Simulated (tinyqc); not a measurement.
## The weight eta from points of equal mobility

Problem. If the mobility depends on E = q (Ndep + eta Ns)/(eps0 eps_r) alone, two points of equal mobility on its falling branch have equal E. Find eta and E.

Values chosen for this exercise: relative permittivity of the semiconductor eps_r = 11.6.

Constants: q = 1.602176634e-19 C, eps0 = 8.8541878128e-14 F/cm where lengths are in cm. Results are converted to the units shown.

Ndep at two body biases (cm^-2): 4.5465423e12  7.3051304e12
Ns at which the mobility is the same (cm^-2): 2e13  1.0804706e13

Solution. eta is the ratio of the differences of Ndep and Ns.

eta = 0.300
E = 1.65 MV/cm

tinyqc, about 0.01 s, one thread, Intel Xeon 2.30GHz (shared host): `OMP_NUM_THREADS=1 python tinyqc.py 2510002 2510003 out.jsonl`
